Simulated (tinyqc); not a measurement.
Gated two-dimensional channel with two bands, quantum capacitance: one step of the calculation.

phi is the Fermi level above the lowest band edge, in volts; Vg is counted from the gate voltage at which an empty channel would have phi = 0. The channel has no thickness; trap charge is -q Dit phi.

Problem. New phi. D1 = gv md m0 q/(pi hbar^2), D2 = g2 m2 m0 q/(pi hbar^2) per eV; n1 = D1 Vt ln(1 + exp(phi/Vt)), n2 = D2 Vt ln(1 + exp((phi - E2)/Vt)), n = n1 + n2; Cq = q dn/dphi = q [D1/(1 + exp(-phi/Vt)) + D2/(1 + exp((E2 - phi)/Vt))]. Newton: f = phi + q (n + Dit phi)/Cox - Vg, phi(new) = phi - f/(1 + (Cq + q Dit)/Cox).

Values chosen for this exercise; lowest band close to that of monolayer WS2: temperature T = 150 K; in-plane mass md = 0.33 m0; valley degeneracy gv = 2; in-plane mass of a second band, chosen freely m2 = 0.46 m0; valley degeneracy of that band, chosen freely g2 = 2; second band edge above the first E2 = 0.32 eV; density of traps Dit = 0 cm^-2 eV^-1; gate voltage Vg = 0.82 V.

Constants: q = 1.602176634e-19 C, kB = 1.380649e-23 J/K, hbar = 1.054571817e-34 J s, m0 = 9.1093837015e-31 kg, Vt = kB T/q. Results are converted to the units shown.

phi after iteration 1 = 0.19386650 V
Cox = 1.2729709 uF/cm^2

Find: n1; n2; Cq; f; phi after iteration 2.

Solution.

n1 = 5.345e13 cm^-2
n2 = 2.872e8 cm^-2
Cq = 44.18 uF/cm^2
f = 6.101 V
phi after iteration 2 = 0.02298 V

Program tinyqc, `OMP_NUM_THREADS=1 python tinyqc.py 2200116 2200117 out.jsonl`; Intel Xeon 2.30GHz, shared host, one thread, about 0.01 s.
